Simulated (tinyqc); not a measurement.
Pair-potential crystal by lattice sums. Inputs raised by 2 %, one at a time. Computed by tinyqc, a small Python program. Command: `OMP_NUM_THREADS=1 python tinyqc.py 3017175 3017176 out.jsonl pairsum sens`. One thread of a shared host (Intel(R) Xeon(R) Processor @ 2.30GHz), about 0.08 s of CPU time with the checks.

Energy per atom E = (1/2) sum over neighbours of phi(r); d is the nearest-neighbour distance.

Inputs (values chosen for the exercise, for model atoms): well depth eps = 0.0476 eV; pair minimum r0 = 2.55 angstrom; cut-off r_c/r0 = 1.81; repulsive exponent n = 14; attractive exponent m = 7.

Potential: Mie n-m. Structure: sc.

Constants: 1 eV/angstrom^3 = 160.2176634 GPa.

Method:
- phi0(r) = eps [m (r0/r)^n - n (r0/r)^m]/(n - m); shifted-force cut-off: phi(r) = phi0(r) - phi0(r_c) - (r - r_c) phi0'(r_c) for r < r_c, zero beyond.
- Shells (distance in units of d, count): fcc 1.0000 (12), 1.4142 (6), 1.7321 (24), 2.0000 (12), 2.2361 (24), 2.4495 (8), 2.6458 (48), 2.8284 (6), 3.0000 (36), 3.1623 (24); hcp 1.0000 (12), 1.4142 (6), 1.6330 (2), 1.7321 (18), 1.9149 (12), 2.0000 (6), 2.2361 (12), 2.3805 (12), 2.4495 (6), 2.5166 (6), 2.5820 (12), 2.6458 (24), 2.7080 (6), 2.8868 (12), 3.0000 (12), 3.1091 (24), 3.1623 (12); bcc 1.0000 (8), 1.1547 (6), 1.6330 (12), 1.9149 (24), 2.0000 (8), 2.3094 (6), 2.5166 (24), 2.5820 (24), 2.8284 (24), 3.0000 (32); sc 1.0000 (6), 1.4142 (12), 1.7321 (8), 2.0000 (6), 2.2361 (24), 2.4495 (24), 2.8284 (12), 3.0000 (30), 3.1623 (24); diamond 1.0000 (4), 1.6330 (12), 1.9149 (12), 2.3094 (6), 2.5166 (12), 2.8284 (24), 3.0000 (16). Volumes per atom in d^3: fcc 0.70711, hcp 0.70711, bcc 0.76980, sc 1.00000, diamond 1.53960; hcp has the ideal c/a. Every shell inside the cut-off is summed.
- Equilibrium: dE/dd = 0 at the lowest minimum with d between 0.78 r0 and 1.45 r0; B = d^2 E''(d)/(9 Omega).
- Unrelaxed vacancy: removing an atom breaks its bonds (2|E|) and placing it on the surface returns |E|, so E_v = |E|.
- At zero stress C_ijkl = (1/(2 Omega)) sum (phi'' - phi'/r) R_i R_j R_k R_l / r^2 over all neighbours, on cube axes; so C44 = C12 (Cauchy relation). C' = (C11 - C12)/2.

Runs:
```
input moved                   from        to  equilibrium distance d (angstrom)  energy per atom (eV)  bulk modulus B (GPa)  C11 (GPa)
base run                         -         -                              2.502               -0.1535                 20.13      66.57
well depth eps (eV)         0.0476  0.048552                              2.502               -0.1565                 20.53      67.90
pair minimum r0 (angstrom)    2.55     2.601                              2.552               -0.1535                 18.97      62.73
cut-off r_c/r0                1.81    1.8462                              2.500               -0.1582                 20.56      67.94
repulsive exponent n            14     14.28                              2.504               -0.1534                 20.44      67.44
attractive exponent m            7      7.14                              2.503               -0.1539                 20.40      67.35
```

Exponents ln(y'/y) / ln(x'/x):
```
input                  equilibrium distance d  energy per atom  bulk modulus B     C11
well depth eps                          0.000            1.000           1.000   1.000
pair minimum r0                         1.000            0.000          -3.000  -3.000
cut-off r_c/r0                         -0.042            1.522           1.078   1.031
repulsive exponent n                    0.028           -0.033           0.779   0.658
attractive exponent m                   0.024            0.135           0.678   0.591
```

To which inputs is each result most sensitive?

Among the inputs moved here: equilibrium distance d answers most in size to pair minimum r0 (exponent +1.000), next to cut-off r_c/r0 (-0.042); its exponent is below 0.0005 for well depth eps. Its exponent 0.000 in well depth eps: the geometry does not depend on the energy scale. Its exponent +1.000 in pair minimum r0: r0 sets the length scale. Energy per atom answers most in size to cut-off r_c/r0 (exponent +1.522), next to well depth eps (+1.000); its exponent is below 0.0005 for pair minimum r0. Its exponent +1.000 in well depth eps: eps sets the energy scale. Its exponent 0.000 in pair minimum r0: energy does not depend on the length scale. Bulk modulus B answers most in size to pair minimum r0 (exponent -3.000), next to cut-off r_c/r0 (+1.078). Its exponent +1.000 in well depth eps: B scales as eps/r0^3. Its exponent -3.000 in pair minimum r0: B scales as eps/r0^3. C11 answers most in size to pair minimum r0 (exponent -3.000), next to cut-off r_c/r0 (+1.031).

Extremes, crossings and ranges named in words are read from the listed rows.
